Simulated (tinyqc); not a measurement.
Mean-field antiferromagnet of the Hubbard model on the square lattice: one step. Folded levels on the mesh. Two cases, with inputs chosen for the exercise.

Problem. Collect the points with equal |e-| and e+.

e(k) = -2 t (cx + cy) - 4 t2 cx cy, ci = cos ki; one electron a site; Q = (pi, pi). <n_up - n_dn> = m cos(Q.R) gives Delta = U m/2 and bands E = e+ -/+ sqrt(e-^2 + Delta^2), e+- = (e(k) +- e(k + Q))/2 (the constant U/2 is dropped). Means run over the mesh k_i = 2 pi (j + 1/2)/N of the whole zone: mu from mean(f(E-) + f(E+)) = 1; m(out) = mean of Delta (f(E-) - f(E+))/sqrt(e-^2 + Delta^2); free energy per site F = -kT mean[ln(1 + exp(-(E- - mu)/kT)) + ln(1 + exp(-(E+ - mu)/kT))] + mu + U m^2/4. Order at T > 0 in two dimensions is an artefact of mean field.

Give: Classes of points.

Case 1.

Values chosen: t = 0.96 eV (nearest hopping); t2 = 0 eV (second hopping); N = 4 (mesh).

Solution.

Classes of points:
```
|e-| (eV)  e+ (eV)  points
0.0000      0.0000       8
2.7153      0.0000       8
```

Case 2.

Values chosen: t = 0.26 eV (nearest hopping); t2 = -0.04 eV (second hopping); N = 8 (mesh).

Solution.

Classes of points:
```
|e-| (eV)  e+ (eV)  points
0.0000     -0.1366       8
0.0000     -0.0234       8
0.2814     -0.0566      16
0.3980      0.0234       8
0.6794      0.0566      16
0.9608      0.1366       8
```

Computed by tinyqc, one run a case: `OMP_NUM_THREADS=1 python tinyqc.py N N+1 out.jsonl` with N = 1650660, 1650768; one thread of a shared Intel(R) Xeon(R) Processor @ 2.30GHz, about 0.2 s a run at most.
